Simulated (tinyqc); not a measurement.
From results back to parameters: Stoner model of a band ferromagnet.

Problem. The moment of the weak ferromagnet is given and I is hidden.

Density of states per atom and spin: flat with a rise to the top, D(e) = (M/W) [1 - sp + 4 sp (e/W + 1/2)^3]. Levels e -/+ I m/2 for up and down spin, m = n_up - n_down, n_up + n_down = nd. At zero temperature e(N) is the energy below which N states lie, and E(m) = sum over spins of integral e D de - I m^2/4.

Inputs chosen for the exercise:
```
symbol  value  unit  meaning
W       4.4    eV    band width, e from -W/2 to W/2
M       5            states per atom and spin
nd      6.89         electrons per atom
sp      0.62         shape parameter
```

m = 2.14378 muB

Find: e(n_up), e(n_down); I.

Solution. n_up and n_down follow from nd and m; both bands share one Fermi level, so I = (e(n_up) - e(n_down))/m.

e(n_up), e(n_down) (eV): 2.044  1.080

I = 0.45 eV

Run: tinyqc, `OMP_NUM_THREADS=1 python tinyqc.py 1680644 1680645 out.jsonl`; Intel(R) Xeon(R) Processor @ 2.30GHz, one thread, shared host; about 0.5 s of CPU time with all checks.
